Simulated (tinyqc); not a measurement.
Worked calculation: polytypes and stacking faults of a tetrahedral semiconductor in an axial Ising model with couplings up to third neighbours. Computed by tinyqc, a small Python program that keeps every step. Command: `OMP_NUM_THREADS=1 python tinyqc.py 3009234 3009235 out.jsonl polytype walk`. One thread of a shared host (Intel(R) Xeon(R) Processor @ 2.30GHz), about 0.01 s of CPU time with the checks. Intermediate numbers are printed to about 5 digits and carried at full precision; extremes and crossings named in words are read from the listed rows.

Each double layer has s = +1 or -1 for the sense of its stacking step; E per pair of atoms = E0 - sum_n J_n <s_i s_(i+n)>, n = 1, 2, 3. Hexagonality h = (1 - <s_i s_(i+1)>)/2.

Inputs (values chosen for the exercise, of the order of those of ZnS for J, a, G and the gaps):
```
quantity                                    value      unit
J1                                           1.93  meV/pair
J2                                        -0.0778  meV/pair
J3                                           0.05  meV/pair
basal lattice constant a                     3.82  angstrom
shear modulus G                              34.1       GPa
Poisson ratio nu                             0.18         -
gap of 3C                                    3.72        eV
gap of 4H                                     3.8        eV
binding energy of the fault level E_b       0.077        eV
in-plane mass m                              0.27        m0
effective density of states N_c at 300 K  1.6e+19    1/cm^3
electron density n                        4.1e+17    1/cm^3
temperature T                                 700         K
```

Host polytype: 3C.

Constants: 1 eV/angstrom^2 = 16.02176634 J/m^2; m_0 = 9.1093837015e-31 kg; hbar = 1.054571817e-34 J s; k_B = 1.380649e-23 J/K; k_B = 8.617333262e-05 eV/K.

## Energies of the polytypes

correlations of the repeat units 3C (+), 2H (+-), 4H (++--), 6H (+++---), 15R (+++--), 8H (++++----), 21R (++++---), 9R (++-):
```
       n = 1    n = 2    n = 3
3C    1.0000   1.0000   1.0000
2H   -1.0000   1.0000  -1.0000
4H    0.0000  -1.0000   0.0000
6H    0.3333  -0.3333  -1.0000
15R   0.2000  -0.6000  -0.6000
8H    0.5000   0.0000  -0.5000
21R   0.4286  -0.1429  -0.7143
9R   -0.3333  -0.3333   1.0000
```

E - E(3C) = sum_n J_n (1 - C_n), C_n = <s_i s_(i+n)>. The gap is taken linear in h between 3C (h = 0) and 4H (h = 1/2), a rough rule, with a dash beyond.

Polytypes:
```
polytype       h  E - E(3C) (meV/pair)  gap by the linear rule (eV)
3C        0.0000                0.0000                       3.7200
2H        1.0000                3.9600                            -
4H        0.5000                1.8244                       3.8000
6H        0.3333                1.2829                       3.7733
15R       0.4000                1.4995                       3.7840
8H        0.2500                0.9622                       3.7600
21R       0.2857                1.0997                       3.7657
9R        0.6667                2.4696                            -
```

E(2H) - E(3C) = 3.96 meV/pair

E(4H) - E(3C) = 1.8244 meV/pair

E(6H) - E(3C) = 1.2829 meV/pair

The lowest is 3C, 0.962 meV/pair below 8H. J1/|J2| = 24.81: for J3 = 0 and J2 < 0 the ground state is 2H below -2, 4H between -2 and 2, and 3C above 2; at 2 itself all periods with bands of two or more layers are degenerate. Four or more polytypes lie within 1.5 meV/pair, so small a spread that growth kinetics and seeds can decide.

## Back from three energies to J1, J2, J3

With d2, d4, d6 the energies of 2H, 4H, 6H over 3C: d2 = 2 J1 + 2 J3, d4 = J1 + 2 J2 + J3, d6 = (2/3) J1 + (4/3) J2 + 2 J3, so J2 = (d4 - d2/2)/2, J3 = (3/4)(d6 - (2/3) d4), J1 = d2/2 - J3.

J1 recovered = 1.93 meV/pair

J2 recovered = -0.0778 meV/pair

J3 recovered = 0.050000 meV/pair

## Stacking-fault energies

fault coefficients k_n:
```
               J1  J2  J3
intrinsic       4   4   4
extrinsic       4   8   8
twin boundary   2   4   6
```

Faults in 3C: the sequences intrinsic (-), extrinsic (--), twin boundary (+ turns to -) are put between perfect repeats; k_n = (layers x C_n of the host) - sum_i s_i s_(i+n). gamma = sum k_n J_n/A, A = (sqrt 3/2) a^2; 1 meV/angstrom^2 = 16.02177 mJ/m^2.

gamma (mJ/m^2): intrinsic 9.6465, extrinsic 9.5055, twin boundary 4.8795

energy of the glide fault, intrinsic = 9.6465 mJ/m^2

The cheapest is the twin boundary fault.

## Splitting of a basal screw dislocation

Screw line, bounded by the intrinsic fault of energy gamma: b = a, partials b_p = a/sqrt 3; d = G b_p^2 (2 - 3 nu)/(8 pi gamma (1 - nu)). One partial is driven off by the shear stress gamma/b_p along its Burgers vector.

splitting width d = 12.181 nm

stress to open the fault = 43.739 MPa

## Electronic energy gained by the fault

The fault binds electrons in a two-dimensional band E_b below the conduction edge, g2 = m m0/(pi hbar^2) for one valley. With the Fermi level held by the bulk, eta = ln[n/N_c(T)], N_c(T) = N_c (T/300)^1.5, the grand potential falls by g2 (k_B T)^2 F1(x), x = eta + E_b/(k_B T), F1(x) = integral from 0 to infinity of ln(1 + exp(x - t)) dt; sheet density g2 k_B T ln(1 + e^x). Band bending by the trapped charge is left out, so the gain is an upper bound. Net fault energy = gamma of the intrinsic fault less the electronic gain.

x = -3.6586

sheet density = 1.7309e+11 1/cm^2

electronic gain = 0.016835 mJ/m^2

net fault energy = 9.6297 mJ/m^2

The gain offsets 0.17 % of the fault energy. Caution: rows with n above 0.3 N_c(T) are near degeneracy, where eta = ln(n/N_c) underestimates the Fermi level.

## Gain against electron density

The formulas are those given above.

At T:
```
n (1/cm^3)        x  sheet density (1/cm^2)  gain (mJ/m^2)  gain/gamma  gain/gamma at T + 200 K
1.00e+14    -11.977              4.2758e+07     4.1324e-06  4.2838e-07               3.6577e-07
1.00e+15     -9.675              4.2757e+08     4.1323e-05  4.2838e-06               3.6577e-06
1.00e+16     -7.372              4.2745e+09     4.1318e-04  4.2832e-05               3.6574e-05
1.00e+17     -5.070              4.2625e+10     4.1259e-03  4.2771e-04               3.6548e-04
1.00e+18     -2.767              4.1469e+11     4.0692e-02  4.2184e-03               3.6285e-03
5.00e+18     -1.158              1.8591e+12     1.9232e-01  1.9937e-02               1.7596e-02
2.00e+19      0.229              5.5382e+12     6.5395e-01  6.7791e-02               6.3816e-02
```

For x well below 0 the gain is k_B T times the sheet density and linear in n; for x well above 0 the well fills and the gain grows only about as x^2. It stays below the fault energy in all rows; 200 K more changes it by a factor 0.85 at 1e16.

Checks made by the program: the recovered constants (relative difference below 1e-10).
